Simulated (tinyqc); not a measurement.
Metal gate on a two-layer dielectric stack with fixed charge and a dipole: two steps of the calculation.

Gate, layer 2, layer 1, p-type semiconductor; x runs from the gate inwards. Charges are counted in units of +q. psi is the band bending at the surface, positive towards inversion. Classical charge, Boltzmann statistics, no interface traps.

Values chosen for this exercise; band and dielectric values close to those of silicon, layer 1 close to aluminium oxide, layer 2 close to hafnium oxide:
- T = 300 K (temperature)
- Eg = 1.13 eV (band gap)
- eps_r = 11.6 (relative permittivity)
- Nc = 2.83e19 cm^-3 (conduction-band density of states at T)
- Nv = 2.63e19 cm^-3 (valence-band density of states at T)
- chi = 4.07 eV (electron affinity)
- Na = 2.4e18 cm^-3 (acceptor density)
- pM = 4.27 eV (work function of the gate metal)
- t1 = 1.2 nm (thickness of layer 1, next to the semiconductor)
- e1 = 9.15 (relative permittivity of layer 1)
- t2 = 6 nm (thickness of layer 2, next to the gate)
- e2 = 22.1 (relative permittivity of layer 2)
- Q1 = 1.1e11 cm^-2 (fixed charge at the semiconductor interface)
- Q2 = 4.5e12 cm^-2 (fixed charge between the layers)
- r1 = 0 cm^-3 (uniform charge density in layer 1)
- r2 = 0 cm^-3 (uniform charge density in layer 2)
- Vd = -0.08 V (flat-band shift by a dipole layer between the layers)
- ps = 1.093 V (band bending psi of the working point)

Constants: q = 1.602176634e-19 C, kB = 1.380649e-23 J/K, Vt = kB T/q, eps0 = 8.8541878128e-14 F/cm where lengths are in cm. Results are converted to the units shown.

Question 1. Threshold voltage. ni = sqrt(Nc Nv) exp(-Eg/(2 Vt)), Eg in volts, pB = Vt ln(Na/ni), Vth = Vfb + 2 pB + sqrt(4 q eps0 eps_r Na pB)/Cox.

Vfb = -1.1771938 V
Cox = 2.1990292 uF/cm^2

Find: ni; pB; depletion charge; Vth.

Answer 1.

ni = 8.7961e9 cm^-3
pB = 0.50216 V
depletion charge = 0.89067 uC/cm^2
Vth = 0.23215 V

Question 2. Fields and voltage drops. EOT = 3.9 (t1/e1 + t2/e2), Cox = eps0/(t1/e1 + t2/e2); phi_ms = pM - (chi + Eg - Vt ln(Nv/Na)).

Gauss: D = -Qs just inside the semiconductor; going towards the gate subtract q Q1, then q r1 t1, q Q2 and q r2 t2. Field = D/(eps0 e); the drop over a layer is its mean field times its thickness; Vg = phi_ms + Vd + psi + both drops.

Qs = -1.2139109 uC/cm^2

Find: D; field; drop over layer 2; drop over layer 1; Vg.

Answer 2.

| place | D (uC/cm^2) | field (MV/cm) |
|---|---|---|
| layer 2, gate side | 0.4753 | 0.2429 |
| layer 2, inner side | 0.4753 | 0.2429 |
| layer 1, outer side | 1.1963 | 1.4766 |
| layer 1, semiconductor side | 1.1963 | 1.4766 |
| semiconductor surface | 1.2139 | 1.1819 |

drop over layer 2 = 0.14574 V
drop over layer 1 = 0.17719 V
Vg = 0.46783 V

The same Vg follows from Vfb + psi - Qs/Cox. The largest field, 1.48 MV/cm in size, is at: layer 1, outer side.

Range of the model: At the working point ps the carrier density at the surface is 2.6 times the band density of states, where degeneracy and quantisation, left out here, matter.

tinyqc, about 0.01 s, one thread, Intel Xeon 2.30GHz (shared host): `OMP_NUM_THREADS=1 python tinyqc.py 2010147 2010148 out.jsonl`
